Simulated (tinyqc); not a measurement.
Biaxial strain splits the top of the valence band: sp3s* tight binding, strained.

sp3s* tight binding, nearest neighbours only: anion (a) at 0, cation (c) at a/4 (1,1,1), orbitals s, px, py, pz, s* on each; k in units of 2 pi/a. With phases e_j = exp(i (pi/2) k.n_j) for n = (1,1,1), (1,-1,-1), (-1,1,-1), (-1,-1,1): g0 = (e1+e2+e3+e4)/4, g1 = (e1+e2-e3-e4)/4, g2 = (e1-e2+e3-e4)/4, g3 = (e1-e2-e3+e4)/4. The diagonal holds the levels Esa, Epa, Exa (s*) and Esc, Epc, Exc. Anion-cation block: <sa|sc> = Vss g0; <sa|xc> = Vsapc g1; <xa|sc> = -Vscpa g1; <xa|xc> = Vxx g0; <xa|yc> = <ya|xc> = Vxy g3, <xa|zc> = <za|xc> = Vxy g2, <ya|zc> = <za|yc> = Vxy g1; <s*a|xc> = Vxapc g1; <xa|s*c> = -Vpaxc g1; y and z take g2 and g3 in place of g1; s-s* and s*-s* vanish.

Strain e moves each bond vector to d = (1 + e) d0 (no internal displacement for the diagonal strains used here) and k is given in fractions of the strained reciprocal cell, so the phases stay. Two-centre values Vss_sigma = Vss/4, Vsp_sigma = sqrt3 V/4 for each s-p and s*-p pair, Vpp_sigma = (Vxx + 2 Vxy)/4, Vpp_pi = (Vxx - Vxy)/4 are scaled by (d0/d)^eta and combined with the new direction cosines; the levels on the diagonal stay.

Parameters, chosen for this exercise (near a published set for diamond, fitted to gaps, whose masses and valley positions are rough; the results hold for these values, not for the real material):
```
symbol  value    unit  meaning
Esa     -4.537   eV    s level of the anion
Epa     3.85     eV    p level of the anion
Esc     -4.537   eV    s level of the cation
Epc     3.85     eV    p level of the cation
Exa     11.376   eV    s* level of the anion
Exc     11.376   eV    s* level of the cation
Vss     -22.772  eV    s-s
Vxx     3.832    eV    px-px
Vxy     11.654   eV    px-py
Vsapc   15.23    eV    s anion, p cation
Vscpa   15.23    eV    s cation, p anion
Vxapc   8.19     eV    s* anion, p cation
Vpaxc   8.19     eV    p anion, s* cation
eta     2              scaling exponent
D001    0.24           ratio -ezz/exx
```

No spin-orbit coupling; k = 0; exx = eyy = e, ezz = -D001 e. The four bonds keep equal lengths, and the sums over them give Vxx(e) for px and py and Vzz(e) for pz; each level is the lower root of [[Epa, V], [V, Epc]], and the s level the upper root of the s block. The shear potential b follows from E(x,y) - E(z) = 3 b (exx - ezz), taken as the slope between e = -0.005 and 0.005.

Couplings and levels at Gamma (eV):
```
e           ezz  Vxx(e)  Vzz(e)   E(x,y)     E(z)  E(x,y) - E(z) (meV)  upper s level
-0.020   0.0048  3.7226  4.3238   0.1274  -0.4738                601.2        18.7757
-0.010   0.0024  3.7790  4.0737   0.0710  -0.2237                294.8        18.5038
-0.005   0.0012  3.8059  3.9518   0.0441  -0.1018                145.9        18.3690
0.005   -0.0012  3.8573  3.7142  -0.0073   0.1358               -143.1        18.1018
0.010   -0.0024  3.8818  3.5984  -0.0318   0.2516               -283.4        17.9694
0.020   -0.0048  3.9284  3.3726  -0.0784   0.4774               -555.7        17.7069
```

b = -7.770 eV

What does the comparison show, and why?

Under tension in the plane (e > 0) the bonds tilt towards the plane, Vxx grows to 3.8818 and Vzz falls to 3.5984 eV at e = 0.01, and the pz state forms the top of the valence band, by 283.4 meV; under compression (e = -0.01) the px, py pair does, by 294.8 meV. The slope gives b = -7.77 eV, a rough value, since on-site strain terms are left out (measured values lie near -2 eV).

tinyqc: `OMP_NUM_THREADS=1 python tinyqc.py 1450110 1450111 out.jsonl`; about 0.1 s, one thread, shared Intel(R) Xeon(R) Processor @ 2.30GHz.
